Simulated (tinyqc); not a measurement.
Substrate current against gate voltage: lateral field, substrate current, probability of reaching the oxide barrier and hot-carrier lifetime of a silicon transistor (pseudo-two-dimensional and lucky-electron models). Computed by tinyqc, a small Python program. Command: `OMP_NUM_THREADS=1 python tinyqc.py 3014210 3014211 out.jsonl hotcar walk`. One thread of a shared host (Intel(R) Xeon(R) Processor @ 2.30GHz), about 0.01 s of CPU time with the checks.

Local-field models: a lucky carrier gains its energy at the peak field over a path free of collisions. Voltages are magnitudes.

Inputs (values chosen for the exercise, modelled on a silicon n-channel):
```
quantity                             value                      unit
channel length L                      1600                        nm
oxide thickness t                       40                        nm
junction depth x_j                     390                        nm
mobility mu                            410                cm^2/(V s)
saturation velocity v_s               0.85                  1e7 cm/s
threshold voltage V_T                  0.5                         V
drain voltage V_D                      7.9                         V
ionisation prefactor A_i           1.7e+06                      1/cm
ionisation field B_i                  1.68                     MV/cm
hot-carrier mean free path lambda      8.2                        nm
oxide barrier phi_b                    3.1                        eV
interface-trap threshold phi_it        3.6                        eV
lifetime constant H                      3  s microampere/micrometre
```

Drain: abrupt.

Constants: eps_0 = 8.8541878128e-12 F/m.

Method:
- C_ox = 3.9 eps_0/t; F_sat = 2 v_s/mu; V_Dsat = V_ov F_sat L/(V_ov + F_sat L), V_ov = V_G - V_T; I_D/W = C_ox v_s (V_ov - V_Dsat).
- Scale length l = 0.22 t^(1/3) x_j^(1/2) (all in cm); F_m = sqrt(((V_D - V_Dsat)/l_e)^2 + F_sat^2), with l_e = l; length of the velocity-saturated region l_e ln((V_D - V_Dsat)/(l_e F_sat) + F_m/F_sat).
- Substrate current I_sub/I_D = (A_i/B_i)(V_D - V_Dsat) exp(-B_i/F_m); probability of reaching the oxide barrier exp(-phi_b/(e lambda F_m)); lifetime tau = (H/(I_D/W)) exp(phi_it/(e lambda F_m)).

At the given drain voltage:
```
V_G (V)  V_Dsat (V)  I_D/W (microampere/micrometre)  F_m (kV/cm)  I_sub/W (microampere/micrometre)     tau (s)
0.91         0.3861                            1.75       347.01                           0.10514  5.3495e+05
1.30         0.7139                            6.32       332.10                           0.29184  2.6176e+05
2.00         1.2234                           20.30       308.93                           0.59621  2.1952e+05
2.80         1.7079                           43.45       286.93                           0.78009  3.0488e+05
3.80         2.2038                           80.44       264.45                           0.80769  6.0458e+05
5.00         2.6813                          133.46       242.85                           0.69779  1.5951e+06
6.20         3.0658                          193.29       225.50                           0.54971  4.4274e+06
7.50         3.4061                          263.72       210.19                           0.40515  1.3406e+07
8.70         3.6672                          332.61       198.46                           0.30016  3.6508e+07
```

I_sub peaks at V_G = 3.8 V, 0.48 V_D: a higher gate voltage brings more carriers but raises V_Dsat and so lowers F_m. The shortest lifetime among the rows lies at V_G = 2 V, below that of the largest I_sub, since tau depends more steeply on the field.

Extremes, crossings and ranges named in words are read from the listed rows.
